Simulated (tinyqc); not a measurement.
Approach to the steady line: permeation of metal atoms or ions through a thin barrier or dielectric: time lag, field-aided drift and lifetime. Computed by tinyqc, a small Python program. Command: `OMP_NUM_THREADS=1 python tinyqc.py 3024566 3024567 out.jsonl barrier walk`. One thread of a shared host (Intel(R) Xeon(R) Processor @ 2.30GHz), about 0.01 s of CPU time with the checks.

The film 0 < x < d is empty at first; C = C0 at x = 0 and C = 0 at x = d. dC/dt = D d2C/dx2 - v dC/dx with drift v = D z e V/(k_B T d) (uniform field, no space charge).

Inputs (values chosen for the exercise, for a model case: singly charged ions through a dielectric): thickness d = 94 nm; prefactor D0 = 5.5e-06 cm^2/s; activation energy E = 0.86 eV; concentration at the source side C0 = 2.5e+13 1/cm^3; charge number z = 1; voltage V (positive drives ions across) = -0.11 V; test temperature T = 300 C.

Constants: k_B = 8.617333262e-05 eV/K.

Method:
- D = D0 exp(-E/(k_B T)); time scale d^2/D; Peclet number P = z V/(k_B T), k_B T in eV; 1 nm = 1e-7 cm.
- Temperatures in kelvin are T(C) + 273.15.
- Steady flux J = (D C0/d) P/(1 - exp(-P)); time lag in units of d^2/D: s_L = [P (1 + exp(-P))/(1 - exp(-P)) - 2]/P^2 (P = 0: J = D C0/d, s_L = 1/6).
- Dose through the film Q(s) = C0 d {f (s - s_L) - 2 exp(P/2) sum_(n=1..200) (-1)^n n^2 pi^2 exp(-l_n s)/l_n^2}, l_n = n^2 pi^2 + P^2/4, f = P/(1 - exp(-P)) the relative flux.
- Short-time form for P = 0: Q/(C0 d) = 4 sqrt(s) ierfc(1/(2 sqrt(s))), ierfc(y) = exp(-y^2)/sqrt(pi) - y erfc(y).

Peclet number P = -2.22716

flux relative to D C0/d = 0.269192

time lag s_L = 0.154336

Q/(C0 d):
```
s         series  steady line f (s - s_L)  series without field  short-time form, no field
0.03  1.5419e-06                 -0.03347            4.8419e-06                 4.8419e-06
0.05  8.4435e-05                 -0.02809            2.6934e-04                 2.6934e-04
0.08  9.8597e-04                 -0.02001            3.2066e-03                 3.2066e-03
0.12  4.4850e-03                 -0.00924            1.4887e-02                 1.4887e-02
0.20  1.7981e-02                  0.01229            6.1464e-02                 6.1463e-02
0.30  4.1086e-02                  0.03921            1.4382e-01                 1.4379e-01
0.50  9.3253e-02                  0.09305            3.3479e-01                 3.3326e-01
0.80  1.7381e-01                  0.17381            6.3341e-01                 6.1838e-01
1.20  2.8148e-01                  0.28148            1.0333e+00                 9.7002e-01
```

What follows from these numbers?

The dose lies above the steady line at all times and, among these rows, is within 1 % of it from s = 0.5 on (the lag is s_L = 0.154); for a known P the intercept of that line gives D and its slope D C0. The field changes the dose by a factor 0.318 in the first row and 0.272 in the last; at short times the factor tends to exp(P/2) = 0.328.
